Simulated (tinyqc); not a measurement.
Worked calculation: heavy doping: gap narrowing, degeneracy and the minority density. Values are carried at full precision from step to step, so a last printed digit may differ when a step is redone from the rounded ones.

Empirical narrowing (Slotboom form, constants chosen for the exercise; published fits of this form give the apparent narrowing, here it is taken as the true one): dEg = E0 [ln(N/N0) + sqrt(ln(N/N0)^2 + C)].

Constants: kB = 8.617333262e-05 eV/K; e^2/(4 pi eps0) = 14.39964547 eV angstrom.

Parameters, chosen for this exercise (gap and densities of states near those of Si at this temperature; narrowing constants near the fits for Si; shifted at random, so the results belong to these values and not to a real crystal):
```
symbol  value     unit    meaning
N       3.7e+18   1/cm^3  ionised acceptors, equal to the majority density
E0      7.14      meV     narrowing scale
N0      9.1e+16   1/cm^3  onset density
C       0.5               smoothing constant
Nv      9.34e+18  1/cm^3  valence-band density of states
Eg      1.143     eV      gap
Nc      2.13e+19  1/cm^3  conduction-band density of states
T       250       K
eps     12.1              dielectric constant
Mv      1                 majority valleys
```

## Gap narrowing

Evaluate at N.

ln(N/N0) = 3.7052
dEg (empirical fit) = 53.39 meV

Well above N0 each decade of doping adds 2 E0 ln 10 = 32.9 meV.

## Degeneracy of the majority band

F_j(eta) = (1/Gamma(j + 1)) integral_0^infinity x^j dx/(1 + exp(x - eta)), which tends to exp(eta) for eta << 0.

Majority: N = Nv F_1/2(eta), eta the distance of EF beyond the majority band edge in kT. Degeneracy factor gam = F_1/2(eta)/exp(eta). ni0^2 = Nc Nv exp(-Eg/kT); product n p = ni0^2 gam exp(dEg/kT), dEg the true narrowing; apparent narrowing dEa = dEg + kT ln gam; minority density = n p/N.

Solve for eta and form gam.

N/Nv = 0.3961
eta = -0.7867
gam = 0.8700

## Product and minority density

Combine both effects.

ni0 = 4.25e+07 1/cm^3
exp(dEg/kT) = 11.9
dEa = 50.4 meV
sqrt(n p) = 1.37e+08 1/cm^3
minority density = 0.00506 1/cm^3

Narrowing multiplies the product by 11.9 and degeneracy by 0.870; together they change the minority density by a factor 10.4 against ni0^2/N.

## Two estimates of the size

Two physical estimates, e2 = e^2/(4 pi eps0), N in 1/angstrom^3: exchange shift at the Fermi level, Ex = (e2/eps) kF/pi with kF = (3 pi^2 N/Mv)^(1/3); screened-pair energy (Lanyon-Tuft), Es = (3/4)(e2/eps) qs with qs^2 = (4 pi e2 N/(eps kT)) F_-1/2(eta)/F_1/2(eta).

Evaluate both at N.

kF = 0.04785 1/angstrom
Ex = 18.13 meV
Es = 42.39 meV

Against the fitted dEg = 53.4 meV, Ex is 0.34 and Es 0.79 times as large; each keeps one mechanism only, and Ex assumes a strongly degenerate gas, while here eta is only -0.79.

## Checks

- Minority density against the Boltzmann occupation of the other band at the narrowed gap (1/cm^3): both 0.005063.

Run: tinyqc, `OMP_NUM_THREADS=1 python tinyqc.py 1682790 1682791 out.jsonl`; Intel(R) Xeon(R) Processor @ 2.30GHz, one thread, shared host; about 0.01 s of CPU time with all checks.
